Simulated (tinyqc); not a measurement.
Comparisons within one model: type-II superlattice in the two-band Kane model. A value that a table varies takes the place of the one given here.

Motion along the axis, period d = a + b, c = hbar^2/2m0. Conduction and light-hole bands couple: (E - Ec)(E - Ev) = Ep c k^2 in each layer, with mass m(E) = (E - Ev)/Ep, which may be negative. The conduction envelope psi and psi'/m(E) are continuous; a layer carries them by [[cos kt, (m/k) sin kt], [-(k/m) sin kt, cos kt]] (cosh and sinh for k^2 < 0), and cos(q d) = tr(M_B M_A)/2. C1 is the first miniband above EvB, with its bottom at tr/2 = +1 and its top at -1; the gap is the bottom of C1 less the top heavy-hole level HH1.

Heavy holes are uncoupled: with e = EvB - E, p = sqrt(mhB e/c), w = sqrt(mhA (EvB - EvA - e)/c), the top level HH1 at q = 0 solves (p/mhB) tan(p b/2) = (w/mhA) tanh(w a/2).

Constants: hbar^2/2m0 = 3.80998211 eV angstrom^2.

Values chosen for the exercise (near those of an InAs/GaSb superlattice; shifted at random, so the results belong to these values and not to a real crystal): a = 46 angstrom (layer A); b = 20 angstrom (layer B); EcA = 0 eV (conduction edge of A); EvA = -0.425 eV (valence edge of A); EcB = 0.978 eV (conduction edge of B); EvB = 0.163 eV (valence edge of B); EpA = 14.4 eV (coupling energy in A); EpB = 18.1 eV (coupling energy in B); mhA = 0.32 m0 (heavy hole in A); mhB = 0.26 m0 (heavy hole in B).

## One band or two

Bottom of C1. One band: (k/mA) tan(k a/2) = (kappa/mB) tanh(kappa b/2) with the edge masses (Ec - Ev)/Ep and barrier EcB - EcA. Second row: mA replaced by m(E). The last column is measured against two bands.

Results:

| model | C1 (eV) | gap (meV) | error (meV) |
|---|---|---|---|
| one band, edge masses | 0.1915 | 175.4 | -3.2 |
| m(E) in A only | 0.1732 | 157.1 | -21.5 |
| two bands | 0.1947 | 178.6 | 0.0 |

mA = 0.0295 m0
mB = 0.0450 m0

What can be read from the table?

With edge masses C1 errs by -3 meV, 2 % of the gap. The heavier m(E) in A changes it by -18 meV; the treatment of B changes it by +22 meV, since C1 lies 32 meV above the valence edge of B, where its mass is 0.0017 instead of 0.0450.

## What each parameter does

Bottom and width of C1, HH1 and the gap. Each row changes one parameter from the base and keeps the others.

Results:

| case | C1 (eV) | width (meV) | HH1 (eV) | gap (meV) |
|---|---|---|---|---|
| base | 0.1947 | 113.1 | 0.0161 | 178.6 |
| a = 43 angstrom | 0.2094 | 123.1 | 0.0161 | 193.3 |
| b = 23 angstrom | 0.2056 | 99.1 | 0.0402 | 165.4 |
| EvB = 0.143 eV | 0.1941 | 110.7 | -0.0020 | 196.0 |
| EcB = 1.028 eV | 0.1997 | 108.2 | 0.0161 | 183.6 |
| EvA = -0.455 eV | 0.1915 | 109.5 | 0.0133 | 178.2 |
| EpA = 15.6 eV | 0.1998 | 121.4 | 0.0161 | 183.7 |
| mhB = 0.3 m0 | 0.1947 | 113.1 | 0.0235 | 171.2 |

How do the results move?

The largest shifts from the base row, up to three for each result and ties (the steps differ in size, so this ranks the rows, not the parameters). C1 (eV): a +0.0147, b +0.0110, EpA +0.0052; unchanged at the printed digits by mhB. width (meV): b -14.0, a +10.0, EpA +8.3; unchanged at the printed digits by mhB. HH1 (eV): b +0.0241, EvB -0.0181, mhB +0.0074; unchanged at the printed digits by a, EcB and EpA. gap (meV): EvB +17.5, a +14.7, b -13.1.

tinyqc: `OMP_NUM_THREADS=1 python tinyqc.py 1280041 1280042 out.jsonl`; about 0.04 s, one thread, shared Intel(R) Xeon(R) Processor @ 2.30GHz.
